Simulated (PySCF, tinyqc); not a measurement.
Ways to converge the cycle: SCF convergence aids in the sto-3g basis, for BeH+, spin multiplicity 1. Computed by the program tinyqc with PySCF. Command: `OMP_NUM_THREADS=1 python tinyqc.py 111450 111451 out.jsonl`; one thread of a shared host (Intel(R) Xeon(R) Processor @ 2.60GHz), about 0.5 s.

Geometry (angstrom):
```
atom       x       y       z
Be    0.0000  0.0000  0.0000
H     0.0000  0.0000  2.0480
```

lowest restricted solution found by these runs and by PySCF = -14.572793 hartree

RHF with one setting changed at a time; a run stops when the energy changes by less than 1e-09 hartree and the error matrix is below 1e-5. The start is the core Hamiltonian. Damping d keeps d of the old density; a shift (hartree) raises the virtual levels; DIIS n extrapolates F over n matrices.

Largest element of the error matrix X^T (FDS - SDF) X:
```
iteration    plain  damping 0.3  damping 0.6  shift 0.4   DIIS 3   DIIS 8
1          2.4e-01      2.4e-01      2.4e-01    2.4e-01  2.4e-01  2.4e-01
2          4.2e-02      1.2e-01      1.9e-01    2.1e-01  4.2e-02  4.2e-02
3          1.5e-02      4.4e-02      1.3e-01    1.1e-01  1.3e-02  1.3e-02
4          7.3e-03      2.1e-02      8.3e-02    4.8e-02  4.0e-03  4.0e-03
5          3.4e-03      1.2e-02      5.2e-02    2.0e-02  2.1e-04  2.9e-04
6          1.6e-03      7.3e-03      3.4e-02    1.0e-02  1.4e-05  3.1e-05
8          3.2e-04      2.8e-03      1.7e-02    4.1e-03        -  1.0e-07
10         6.6e-05      1.0e-03      9.6e-03    2.0e-03        -        -
14               -      1.5e-04      3.4e-03    5.3e-04        -        -
20               -      8.3e-06      7.4e-04    7.0e-05        -        -
30               -            -      6.2e-05          -        -        -
```

How each run ends:
```
run          iterations  E (hartree)         state
plain                13   -14.572793  lowest found
damping 0.3          21   -14.572793  lowest found
damping 0.6          40   -14.572793  lowest found
shift 0.4            26   -14.572793  lowest found
DIIS 3                7   -14.572793  lowest found
DIIS 8                8   -14.572793  lowest found
```

6 of 6 runs reach the lowest restricted solution found, in 7 to 40 iterations (fastest: DIIS 3). Plain steps already contract here, so damping only slows them. DIIS 3 and DIIS 8 gain by cancelling the error over several earlier matrices, much as a quasi-Newton step does. The restricted reference is unstable here: a spin-polarised solution lies 0.0262 hartree lower (PySCF), so results built on it describe a poor reference.
